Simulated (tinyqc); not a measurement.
# MOSFET in the linear regime without short-channel effects, parameter extraction from computed curves: two studies

Inversion charge Q = Cox n Vt W0(exp((Vg - VT)/(n Vt))), W0 the Lambert function and n = nf; u = Q/Cox; mobility mu = mu0/(1 + th1 u + th2 u^2); channel resistance Rch = (L - dL)/(W mu Q); Id = Vd/(Rch + Rsd/W). Cox = eps0 eox/tox. Small Vd, no channel-length or drain effects.

Inputs (values chosen for the exercise); channel values of the order met in silicon transistors: temperature T = 300 K; relative permittivity of the gate insulator (close to hafnium oxide) eox = 21.6; insulator thickness tox = 9.6 nm; low-field mobility mu0 = 91 cm^2/(V s); first mobility attenuation factor th1 = 0.28 1/V; second mobility attenuation factor th2 = 0.03 1/V^2; threshold voltage VT = 0.68 V; body factor nf = 1.23; gate width W = 0.5 um; drawn gate length L = 0.05 um; drawn less effective length dL = 0.016 um; source plus drain resistance Rsd = 210 ohm um; drain voltage Vd = 0.02 V.

Constants: q = 1.602176634e-19 C, kB = 1.380649e-23 J/K, Vt = kB T/q, eps0 = 8.8541878128e-14 F/cm where lengths are in cm. Results are converted to the units shown.

Each table varies one quantity; the others keep the values above.

## Extraction methods against the second mobility attenuation factor

From the continuous curve Id(Vg): tangent at peak gm (V_ext = Vg - Id/gm); constant current Id = 0.1 uA W/L; peak of d2Id/dVg2; Y = Id/sqrt(gm) drawn through Vg = VT + 0.6 and VT + 0.8 V, with intercept VT_Y and slope s. Mobilities gm,max L/(W Cox Vd) and s^2 L/(W Cox Vd) with the drawn L. Last column: share of Rsd/W in the total resistance at VT + 0.8 V.

Extraction methods against the second mobility attenuation factor:

| th2 (1/V^2) | V_ext (V) | constant current (V) | second derivative (V) | VT_Y (V) | mobility from gm (cm^2/(V s)) | mobility from Y (cm^2/(V s)) | series share (%) |
|---|---|---|---|---|---|---|---|
| 0 | 0.666 | 0.683 | 0.666 | 0.725 | 78.1 | 121 | 39.6 |
| 0.06 | 0.666 | 0.683 | 0.666 | 0.739 | 78.0 | 129 | 39.1 |
| 0.12 | 0.666 | 0.683 | 0.666 | 0.754 | 77.9 | 139 | 38.5 |
| 0.18 | 0.666 | 0.683 | 0.666 | 0.768 | 77.8 | 149 | 37.9 |
| 0.24 | 0.666 | 0.683 | 0.666 | 0.783 | 77.6 | 161 | 37.4 |
| 0.3 | 0.665 | 0.683 | 0.666 | 0.797 | 77.5 | 173 | 36.9 |
| 0.36 | 0.665 | 0.683 | 0.666 | 0.812 | 77.4 | 188 | 36.4 |

The model has VT = 0.68 V and mu0 = 91 cm^2/(V s). Over the table the extracted thresholds move by 0.93 mV (tangent), under 0.5 mV (constant current), under 0.5 mV (second derivative), 87 mV (Y function). The mobility from gm falls from 78.1 to 77.4 and that from Y rises from 121 to 188 cm^2/(V s).

## Extraction methods against the body factor

Same model as above.

Extraction methods against the body factor:

| nf | V_ext (V) | constant current (V) | second derivative (V) | VT_Y (V) | mobility from gm (cm^2/(V s)) | mobility from Y (cm^2/(V s)) | series share (%) |
|---|---|---|---|---|---|---|---|
| 1 | 0.672 | 0.692 | 0.669 | 0.730 | 81.9 | 128 | 39.7 |
| 1.1 | 0.669 | 0.688 | 0.668 | 0.731 | 80.2 | 127 | 39.5 |
| 1.2 | 0.667 | 0.684 | 0.666 | 0.732 | 78.5 | 125 | 39.4 |
| 1.3 | 0.664 | 0.681 | 0.665 | 0.733 | 77.0 | 124 | 39.2 |
| 1.4 | 0.662 | 0.676 | 0.663 | 0.733 | 75.6 | 123 | 39.1 |
| 1.5 | 0.659 | 0.672 | 0.661 | 0.733 | 74.2 | 122 | 39.0 |
| 1.6 | 0.656 | 0.668 | 0.659 | 0.733 | 73.0 | 121 | 38.8 |
| 1.7 | 0.653 | 0.663 | 0.657 | 0.733 | 71.8 | 120 | 38.7 |

What does the comparison show?

The model has VT = 0.68 V and mu0 = 91 cm^2/(V s). Over the table the extracted thresholds move by 19 mV (tangent), 29 mV (constant current), 12 mV (second derivative), 3.2 mV (Y function). The mobility from gm falls from 81.9 to 71.8 and that from Y falls from 128 to 120 cm^2/(V s).

Program tinyqc, `OMP_NUM_THREADS=1 python tinyqc.py 2210051 2210052 out.jsonl`; Intel Xeon 2.30GHz, shared host, one thread, about 0.01 s.
